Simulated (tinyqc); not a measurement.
# Quantum point contact as a saddle point: plateau quality against temperature

Potential V0 - m wx^2 x^2/2 + m wy^2 y^2/2; energies are counted from V0. Mode n = 0, 1, ... transmits T_n(E) = 1/(1 + exp(-2 pi (E - E_n)/wx)), E_n = wy (n + 1/2); each mode carries 2 q^2/h.

g(T) = int g(E) (-df/dE) dE = int g(mu + x kB T) dx/(4 cosh^2(x/2)), g(E) the zero-temperature value at E, g = G/(2 q^2/h).

Inputs (values chosen for the exercise): transverse quantum hbar wy wy = 5.9 meV; curvature of the barrier hbar wx wx = 2.6 meV.

Constants: q = 1.602176634e-19 C, kB = 1.380649e-23 J/K, Vt = kB T/q. Results are converted to the units shown.

Results:
```
T (K),slope wy dg/dmu at mu = wy,slope at mu = 1.5 wy,g at mu = wy
0.1,0.02284,3.563,1.000
0.22,0.02290,3.558,1.000
0.47,0.02318,3.537,1.000
1,0.02452,3.448,1.000
2.2,0.03291,3.121,1.000
10,0.5450,1.505,1.000
22,0.9347,1.026,1.011
```

Estimate the missing row, T = 4.7 K.

Computed row:
```
T (K),slope wy dg/dmu at mu = wy,slope at mu = 1.5 wy,g at mu = wy
4.7,0.1118,2.402,1.000
```

With this row back in the table: The slope on the first plateau rises from 0.0228 to 0.935 and the slope on the second riser falls from 3.56 to 1.03; a slope of 1 everywhere means no steps at all. The plateau slope passes 0.5 at T = 10 K among the rows.

Program tinyqc, `OMP_NUM_THREADS=1 python tinyqc.py 2740127 2740128 out.jsonl`; Intel Xeon 2.30GHz, shared host, one thread, about 0.06 s.
